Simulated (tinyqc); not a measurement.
Access strength from the read disturbance.

Problem. Transistor (EKV form, voltages against the body): I = 2 n b Vt^2 [F(vp - Vs) - F(vp - Vd)] from drain to source, F(v) = ln^2(1 + exp(v/(2 Vt))), vp = (Vg - VT + sg |Vd - Vs|)/n. n-channel bodies are at 0; for the p-channel device all voltages are counted down from Vdd. b in uA/V^2 gives I in uA. In an SRAM read the low node Q obeys In(gate QB, drain Q) = Ip(gate QB, drain Q) + Ia, where the access transistor (threshold VTn) has its gate and drain at Vdd and its source at Q. Find Ia, ba and the cell ratio bn/ba.

Values chosen for this exercise: temperature T = 300 K; supply voltage Vdd = 0.7 V; slope factor n = 1.1; drain-induced barrier lowering sg = 0.103; n-channel threshold VTn = 0.31 V; p-channel threshold (magnitude) VTp = 0.29 V; gain factor of the pull-down transistor bn = 260 uA/V^2; gain factor of the pull-up transistor bp = 88 uA/V^2.

Constants: q = 1.602176634e-19 C, kB = 1.380649e-23 J/K, Vt = kB T/q. Results are converted to the units shown.

Q and QB in the read (V): 0.10055849  0.69989676

Solution. The node equation gives Ia, which is proportional to ba.

Ia = 9.00 uA
ba = 170 uA/V^2
cell ratio = 1.53

tinyqc, about 0.2 s, one thread, Intel Xeon 2.30GHz (shared host): `OMP_NUM_THREADS=1 python tinyqc.py 2340173 2340174 out.jsonl`
